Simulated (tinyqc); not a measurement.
Interface traps from C-V curves, high-low and Terman methods: two steps of the calculation.

MOS capacitor on an n-type substrate; psi is the band bending, negative in depletion; only majority carriers are counted. At the bending psi the Fermi level lies y = xi - psi below the conduction edge at the surface, xi = Vt ln(Nc/Nd). Dit(y) = D0 + D1 exp(-y/E1); traps fill up to the Fermi level, follow the bias and a slow signal, and do not follow a fast one. V is the gate voltage from flat band.

Inputs (values chosen for the exercise); band and dielectric values close to those of gallium arsenide:
- T = 300 K (temperature)
- eps_r = 12.7 (relative permittivity)
- Nc = 4.46e17 cm^-3 (conduction-band density of states at T)
- Nd = 3.1e15 cm^-3 (donor density)
- EOT = 6.5 nm (equivalent oxide thickness)
- D0 = 1.5e11 cm^-2 eV^-1 (trap density far from the band edge)
- D1 = 2.8e12 cm^-2 eV^-1 (band-tail density at the conduction edge)
- E1 = 0.06 eV (decay energy of the tail)
- n = 7 (points)
- pa = -0.86 V (deepest band bending)
- pb = -0.039 V (shallowest band bending)

Constants: q = 1.602176634e-19 C, kB = 1.380649e-23 J/K, Vt = kB T/q, eps0 = 8.8541878128e-14 F/cm where lengths are in cm. Results are converted to the units shown.

Task 1. The curves. Cox = 3.9 eps0/EOT, LD = sqrt(eps0 eps_r Vt/(q Nd)), u = psi/Vt, Cd = (eps0 eps_r/(sqrt(2) LD)) |exp(u) - 1|/sqrt(exp(u) - u - 1). Ideal V0 = psi - sqrt(2) (eps0 eps_r Vt/LD) sqrt(exp(u) - u - 1)/Cox for psi < 0; the traps add dV = (q/Cox) times the integral of Dit from 0 to psi = (q/Cox) [D0 psi + D1 E1 exp(-xi/E1) (exp(psi/E1) - 1)]. 1/C_HF = 1/Cox + 1/Cd, 1/C_LF = 1/Cox + 1/(Cd + q Dit). Take n equally spaced psi from pa to pb.

Find: psi; y; Dit; V0; V; C_HF; C_LF; Cox.

Result 1.

```
point  psi (V)  y (eV)  Dit (cm^-2 eV^-1)   V0 (V)    V (V)  C_HF (nF/cm^2)  C_LF (nF/cm^2)
0      -0.8600  0.9885           1.500e11  -0.9175  -0.9623           17.69           39.21
1      -0.7232  0.8516           1.500e11  -0.7757  -0.8144           19.29           40.67
2      -0.5863  0.7148           1.500e11  -0.6334  -0.6659           21.42           42.64
3      -0.4495  0.5780           1.502e11  -0.4904  -0.5167           24.49           45.48
4      -0.3127  0.4411           1.518e11  -0.3464  -0.3664           29.47           50.27
5      -0.1758  0.3043           1.676e11  -0.2002  -0.2138           39.86           61.81
6      -0.0390  0.1675           3.218e11  -0.0476  -0.0523           80.41           114.7
```

Cox = 531.3 nF/cm^2

At the deepest bending the traps stretch the gate voltage from -0.917 to -0.962 V.

Task 2. High-low extraction. q Dit = (1/C_LF - 1/Cox)^(-1) - (1/C_HF - 1/Cox)^(-1) at each point.

```
point  C_HF (nF/cm^2)  C_LF (nF/cm^2)
0           17.687644       39.205643
1           19.285197       40.672554
2           21.421123       42.636376
3           24.490502       45.478405
4           29.471819       50.269322
5           39.863733       61.806966
6           80.405688       114.71420
```

Cox = 531.25127 nF/cm^2

Find: Dit by high-low.

Result 2.

Dit by high-low, point 0 to 6 (cm^-2 eV^-1): [1.500e11, 1.500e11, 1.500e11, 1.502e11, 1.518e11, 1.676e11, 3.218e11]

tinyqc, about 0.01 s, one thread, Intel Xeon 2.30GHz (shared host): `OMP_NUM_THREADS=1 python tinyqc.py 2030137 2030138 out.jsonl`
